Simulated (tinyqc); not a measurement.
Changing the wavelength: surface photovoltage measurement of the minority-carrier diffusion length in a wafer. Computed by tinyqc, a small Python program. Command: `OMP_NUM_THREADS=1 python tinyqc.py 3130592 3130593 out.jsonl spv sweep`. One thread of a shared host (Intel(R) Xeon(R) Processor @ 2.30GHz), about 0.01 s of CPU time with the checks.

Low injection, steady light, a depletion layer much thinner than 1/alpha and L. The excess density dn is taken at the front edge of the neutral region; light that reaches the back is lost.

Inputs (values chosen for the exercise, modelled on p-type silicon at room temperature):
```
quantity                                             value        unit
diffusion length L                                      32  micrometre
wafer thickness W                                      775  micrometre
diffusivity D                                         25.8      cm^2/s
front recombination velocity S_f                       250        cm/s
back recombination velocity S_b                        210        cm/s
photon flux entering                                 1e+11  1/(cm^2 s)
minority density at the surface barrier scale n_0  8.1e+09      1/cm^3
temperature T                                          298           K
```

Constants: k_B = 8.617333262e-05 eV/K.

Method:
- alpha = (84.732/lambda - 76.417)^2 per cm with lambda in micrometre (an empirical fit for silicon between 0.7 and 1.05 micrometre).
- Thick wafer: dn = Phi L/((S_f + D/L)(L + 1/alpha)). Finite wafer, with s = S_b L/D, w = W/L, a = alpha L: dn = [Phi a/(a^2 - 1)] [a - B - exp(-alpha W)(a - s)/(cosh w + s sinh w)]/(S_f + B D/L), B = (sinh w + s cosh w)/(cosh w + s sinh w).
- Photovoltage V = (k_B T/e) ln(1 + dn/n_0). Lifetime = L^2/D.

One run for each value:
```
wavelength (nm)  dn, finite wafer (1/cm^3)  penetration depth 1/alpha (micrometre)  dn, thick wafer (1/cm^3)
780                             9.2458e+06                                    9.64                9.2458e+06
811                             8.6123e+06                                   12.70                8.6123e+06
842                             7.8477e+06                                   17.05                7.8477e+06
874                             6.9083e+06                                   23.73                6.9083e+06
905                             5.8536e+06                                   33.76                5.8536e+06
936                             4.6811e+06                                   50.24                4.6811e+06
968                             3.4089e+06                                   80.93                3.4089e+06
999                             2.2159e+06                                  141.73                2.2159e+06
1030                            1.1863e+06                                  292.50                1.1863e+06
```

Over the rows, dn, finite wafer (1/cm^3) falls from 9.25e6 to 1.19e6 (exponent d ln y / d ln x -1.8 between the first rows and -20 between the last); penetration depth 1/alpha (micrometre) rises from 9.64 to 292 (exponent d ln y / d ln x 7.1 between the first rows and 24 between the last); dn, thick wafer (1/cm^3) falls from 9.25e6 to 1.19e6 (exponent d ln y / d ln x -1.8 between the first rows and -20 between the last).
